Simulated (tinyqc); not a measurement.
Sweep of a uniaxial [100] strain: strain-driven crossing of the Gamma and L valleys in a germanium-like crystal alloyed with tin.

Biaxial loads: e0 is the in-plane strain e_par and the normal is free. (001): e_perp = -2 (C12/C11) e_par; exx = eyy = e_par, ezz = e_perp, no shear. (111): e_perp = -(2 C11 + 4 C12 - 4 C44)/(C11 + 2 C12 + 4 C44) e_par; exx = eyy = ezz = (2 e_par + e_perp)/3 and exy = eyz = ezx = (e_perp - e_par)/3. (110): e_perp = -(C11 + 3 C12 - 2 C44)/(C11 + C12 + 2 C44) e_par; exx = eyy = (e_par + e_perp)/2, ezz = e_par, exy = (e_perp - e_par)/2, eyz = ezx = 0. Uniaxial loads: a stress along n, scaled so that n.e.n = e0, with exx = s11 sxx + s12 (syy + szz), exy = s44 sxy/2, s11 = (C11 + C12)/((C11 - C12)(C11 + 2 C12)), s12 = -C12/((C11 - C12)(C11 + 2 C12)), s44 = 1/C44.

Edges from the unstrained valence top: Gamma at Eg + ac tr(e); an L valley with unit axis u at EgL + aL tr(e) + XuL (u.e.u - tr(e)/3), u along [111], [1-1-1], [-11-1], [-1-11]; valence edges are the levels of the 6 x 6 matrix of X, Y, Z times spin with -Dso/3 + l exx + m (eyy + ezz) on the diagonal (cyclic), n exy off it, l = av + 2 b, m = av - b, n = sqrt(3) d. Spin-orbit term (Dso/3) L.sigma on X, Y, Z with (L_k)_ij = -i epsilon_kij: <X+|H|Y+> = -i Dso/3, <X+|H|Z-> = Dso/3, <Y+|H|Z-> = -i Dso/3, <Z+|H|X-> = -Dso/3, <Z+|H|Y-> = i Dso/3, <X-|H|Y-> = i Dso/3, and their conjugates; + and - are the spin along z.

With tin the unstrained gaps become E(y) = (1 - y) E + y EgS - CS y (1 - y); all other values are kept.
Constants: kB = 8.617333262e-05 eV/K.

Parameters, chosen for this exercise (near those of Ge, gaps at low temperature; not measured data): Eg = 0.909 eV (gap at Gamma to the s-like level); EgL = 0.733 eV (gap to L); Dso = 0.287 eV (spin-orbit splitting); ac = -8.25 eV (conduction deformation potential); av = 1.23 eV (valence hydrostatic potential); b = -2.58 eV (tetragonal shear potential); d = -5.23 eV (trigonal shear potential); aL = -1.7 eV (hydrostatic potential of the L edge, Xd + Xu/3); XuL = 15.51 eV (uniaxial potential, L); y = 0.067 (tin fraction); EgS = (-0.43, 0.105) eV (Gamma and L gaps of the tin end); CS = (2.68, 0.98) eV (bowing of the Gamma and L gaps); C11 = 127.1 GPa; C12 = 47.5 GPa; C44 = 65.8 GPa; load = uniaxial [100] (kind of strain); mG = 0.0407 m0 (mass at Gamma); mL = 0.547 m0 (density-of-states mass of the four L valleys together); T = 77 K (temperature).

The valence splitting is the distance of the top two edges. Share in Gamma = mG^(3/2)/(mG^(3/2) + (mL^(3/2)/4) sum_i exp(-(E_Li - E_Gamma)/kT)).

Results:
```
e0 (%)  direct gap (eV)  indirect gap (eV)  Gamma - L (meV)  valence splitting (meV)  share in Gamma (%)
-1.68             0.652              0.580               72                      127            3.78e-05
-0.64             0.656              0.614               41                       45             0.00408
0.40              0.621              0.611               10                       25               0.438
2.48              0.463              0.515              -52                      111                98.1
3.52              0.384              0.467              -83                      132                 100
4.56              0.305              0.419             -114                      145                 100
5.60              0.226              0.371             -145                      154                 100
```

Give the missing row, e0 (%) = 1.44.

Computed row:
```
e0 (%)  direct gap (eV)  indirect gap (eV)  Gamma - L (meV)  valence splitting (meV)  share in Gamma (%)
1.44              0.542              0.563              -21                       77                32.2
```

Gamma drops below the lowest L valley between e0 = 0.40 and 1.44 %. The direct gap goes from 0.652 to 0.226 eV; of that change -0.112 eV comes from the rise of the valence top through the shear terms and the rest from the volume. The share in Gamma goes from 3.78e-05 to 100 %. Beyond about 3 % terms of second order in the strain, left out here, matter.

(tinyqc, `OMP_NUM_THREADS=1 python tinyqc.py 1081365 1081366 out.jsonl`, Intel(R) Xeon(R) Processor @ 2.30GHz, 1 thread, shared host, about 0.01 s.)
